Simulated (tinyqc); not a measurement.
## Schottky barrier on an n-type semiconductor with a surface-enhanced doping, non-linear Poisson equation by Newton steps: Capacitance-voltage profiling

One dimension, metal at x = 0, donor density C(x) = Nd + N0 exp(-x/Ls). Energies are counted from the electron Fermi level of the semiconductor and the conduction-band edge is Ec = -psi, so n = Nc exp(psi/Vt); holes follow the Fermi level of the metal, at -V, so p = Nv exp((V - psi - Eg)/Vt). Ends: psi(0) = V - phiB and psi = Vt ln(Nd/Nc) deep inside. Boltzmann statistics, full ionisation, no current, no image force in the Poisson equation.

The Poisson equation d/dx(eps0 eps_r dpsi/dx) = -q (p - n + C) is solved on a mesh of about 1000 nodes or more that ends in neutral material. C_s = q d/dV of the integral of n over x, from the linearised equation. Probed depth w = eps0 eps_r/C_s; apparent doping N_app = C_s^3/(q eps0 eps_r dC_s/dV), the derivative by central differences over +/- 0.02 V.

Parameters, values chosen for the exercise; band and dielectric values close to those of silicon: temperature T = 400 K; band gap Eg = 1.11 eV; relative permittivity eps_r = 11.5; conduction-band density of states at T Nc = 4.33e19 cm^-3; valence-band density of states at T Nv = 4.02e19 cm^-3; donor density deep in the semiconductor Nd = 5.5e17 cm^-3; barrier height phiB = 0.63 eV; extra donor density at the surface N0 = 5.3e18 cm^-3; decay length Ls = 22 nm.

Constants: q = 1.602176634e-19 C, kB = 1.380649e-23 J/K, Vt = kB T/q, eps0 = 8.8541878128e-14 F/cm where lengths are in cm. Results are converted to the units shown.

Results:
```
V (V)  C_s (nF/cm^2)  w (nm)  N_app (cm^-3)  true C(w) (cm^-3)  |E_0| (kV/cm)
0                808    12.6        3.54e18            3.54e18            896
-0.8             452    22.5        2.46e18            2.45e18         1.36e3
-1.6             323    31.5        1.83e18            1.82e18         1.66e3
-2.4             252    40.4        1.41e18            1.40e18         1.88e3
-3.2             206    49.4        1.12e18            1.11e18         2.06e3
-4               174    58.7        9.29e17            9.18e17         2.21e3
-5.6             132    77.3        7.15e17            7.08e17         2.45e3
-6.4             118    86.4        6.60e17            6.55e17         2.54e3
-7.2             107    95.1        6.25e17            6.20e17         2.63e3
-8              98.4     103        6.01e17            5.98e17         2.71e3
```

Estimate the missing row, V = -4.8 V.

Computed row:
```
V (V)  C_s (nF/cm^2)  w (nm)  N_app (cm^-3)  true C(w) (cm^-3)  |E_0| (kV/cm)
-4.8             150    68.0        8.00e17            7.91e17         2.34e3
```

With this row back in the table: C_s falls from 808 to 98.4 nF/cm^2 while the probed depth goes from 12.6 to 103 nm. The apparent doping falls from 3.54e18 to 6.01e17 cm^-3. It departs most from the true doping at that depth for V = -4.8 V, where it is 1.2 % above it; so the doping is read well over the depths probed. In every row the field at the metal is high enough for tunnelling or breakdown, which would limit the profiling.

Numbers from tinyqc (`OMP_NUM_THREADS=1 python tinyqc.py 2020014 2020015 out.jsonl`; about 0.1 s on one thread of a shared Intel Xeon 2.30GHz).
